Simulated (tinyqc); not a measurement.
# Inductance and parasitic capacitance from two readings

Question. A loss-free coil L in parallel with C shows the apparent inductance L/(1 - w^2 L C), w = 2 pi f. Find L, C and the self-resonance 1/(2 pi sqrt(L C)).

apparent inductance at 3.7 and 6.7 GHz (nH): [2.5308668, 4.7536978]

Answer. The inverse of the reading is 1/L - w^2 C, a straight line in w^2.

L = 2.10 nH
C = 150 fF
self-resonance = 8.97 GHz

tinyqc, about 0.01 s, one thread, Intel Xeon 2.30GHz (shared host): `OMP_NUM_THREADS=1 python tinyqc.py 2302233 2302234 out.jsonl`
